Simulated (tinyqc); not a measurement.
Deep trap from a strong local potential in a two-band host (Koster-Slater model with semi-elliptic bands): one step, computed by the program tinyqc. Command: `OMP_NUM_THREADS=1 python tinyqc.py 3018433 3018434 out.jsonl deeptrap walk`. One thread of a shared host (Intel(R) Xeon(R) Processor @ 2.30GHz), about 0.03 s of CPU time with the checks.

The valence band spans -2 W_v to 0 and the conduction band E_g to E_g + 2 W_c. The orbital at the impurity site has weight f_v in the valence band and 1 - f_v in the conduction band, each spread as a semi-ellipse (2/(pi W^2)) sqrt(W^2 - x^2) about the band centre. The impurity adds U to this orbital. Spin is left out.

Problem. Levels of the small matrix. Diagonalise H (2n rows). The trap level, between the highest valence and the lowest conduction e_k, is number n + 1 from below for an attractive impurity and number n for a repulsive one.

Impurity: repulsive, acceptor-like.

H (eV):
```
          1         2         3         4         5        6
1  -0.12803   2.22138   1.57075   1.25596   1.77619  1.25596
2   2.22138  -2.65850   2.22138   1.77619   2.51191  1.77619
3   1.57075   2.22138  -8.33047   1.25596   1.77619  1.25596
4   1.25596   1.77619   1.25596  12.40765   1.42022  1.00425
5   1.77619   2.51191   1.77619   1.42022  10.08850  1.42022
6   1.25596   1.77619   1.25596   1.00425   1.42022  5.76085
```

Give: levels; trap level of the matrix.

Solution.

levels (eV): -9.235  -4.013  0.110  5.500  9.941  14.837

trap level of the matrix = 0.10970 eV
